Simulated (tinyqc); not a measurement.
Lateral field, substrate current, probability of reaching the oxide barrier and hot-carrier lifetime of a silicon transistor (pseudo-two-dimensional and lucky-electron models). From one set of inputs to another, one input at a time. Computed by tinyqc, a small Python program. Command: `OMP_NUM_THREADS=1 python tinyqc.py 3009584 3009585 out.jsonl hotcar ladder`. One thread of a shared host (Intel(R) Xeon(R) Processor @ 2.30GHz), about 0.01 s of CPU time with the checks.

Local-field models: a lucky carrier gains its energy at the peak field over a path free of collisions. Voltages are magnitudes.

The inputs printed are set A. Set A is modelled on a silicon n-channel; the values taken over come from a set modelled on a silicon p-channel. Inputs not listed in the table keep their values of set A, so the rows need not describe a real material.

Inputs (values chosen for the exercise, modelled on a silicon n-channel):
```
quantity,value,unit
channel length L,670,nm
oxide thickness t,14,nm
junction depth x_j,150,nm
mobility mu,310,cm^2/(V s)
saturation velocity v_s,0.87,1e7 cm/s
threshold voltage V_T,0.72,V
gate voltage V_G,2.7,V
drain voltage V_D,4.6,V
ionisation prefactor A_i,2.1e+06,1/cm
ionisation field B_i,1.62,MV/cm
hot-carrier mean free path lambda,7,nm
oxide barrier phi_b,3.1,eV
interface-trap threshold phi_it,3.7,eV
lifetime constant H,2000,s microampere/micrometre
```

Drain: abrupt.

Constants: eps_0 = 8.8541878128e-12 F/m.

Method:
- C_ox = 3.9 eps_0/t; F_sat = 2 v_s/mu; V_Dsat = V_ov F_sat L/(V_ov + F_sat L), V_ov = V_G - V_T; I_D/W = C_ox v_s (V_ov - V_Dsat).
- Scale length l = 0.22 t^(1/3) x_j^(1/2) (all in cm); F_m = sqrt(((V_D - V_Dsat)/l_e)^2 + F_sat^2), with l_e = l; length of the velocity-saturated region l_e ln((V_D - V_Dsat)/(l_e F_sat) + F_m/F_sat).
- Substrate current I_sub/I_D = (A_i/B_i)(V_D - V_Dsat) exp(-B_i/F_m); probability of reaching the oxide barrier exp(-phi_b/(e lambda F_m)); lifetime tau = (H/(I_D/W)) exp(phi_it/(e lambda F_m)).
- V_10 solves tau = 3.156e8 s at the given V_G. The extrapolation fits ln(tau) against 1/V_D at 1, 1.08, 1.16 and 1.25 times the given V_D (rounded to 3 digits) by least squares and reads off the same tau.

Each row keeps all changes above it:
```
input moved,from,to,peak field F_m (kV/cm),drain current I_D/W (microampere/micrometre),ten-year drain voltage V_10 (V)
set A,-,-,351.0,146.5,4.220
oxide thickness t (nm),14,6.8,444.4,301.7,3.497
gate voltage V_G (V),2.7,1,581.9,8.6,3.034
drain voltage V_D (V),4.6,2.6,317.2,8.6,3.034
hot-carrier mean free path lambda (nm),7,4.5,317.2,8.6,4.604
ionisation field B_i (MV/cm),1.62,3.81,317.2,8.6,4.604
threshold voltage V_T (V),0.72,0.61,305.1,16.2,4.508
channel length L (nm),670,260,311.0,36.3,4.244
```

Where does the difference come from?

Peak field F_m goes from 351 to 311, a factor 0.886 in all. The largest single move comes from drain voltage V_D (a factor 0.545), and gate voltage V_G works against it (a factor 1.31). Drain current I_D/W goes from 147 to 36.3, a factor 0.248 in all. The largest single move comes from gate voltage V_G (a factor 0.0284), and channel length L works against it (a factor 2.24). Ten-year drain voltage V_10 goes from 4.22 to 4.24, a factor 1.006 in all. The largest single move comes from hot-carrier mean free path lambda (a factor 1.52), and oxide thickness t works against it (a factor 0.829). The single moves hold for this order of the switches; the total does not depend on the order.

Caution (all rows): the empirical formula for l was fitted to oxides of about 15 nm or more; for thinner ones it is an extrapolation. Caution (rows drain voltage V_D, hot-carrier mean free path lambda, ionisation field B_i, threshold voltage V_T, channel length L): e V_D is below phi_b or phi_it, so the available energy, not the field, limits hot carriers, and the lucky-electron formulas overstate them. Caution (rows channel length L): the saturated region fills most of the channel, so the split into two regions is rough.

Extremes, crossings and ranges named in words are read from the listed rows.
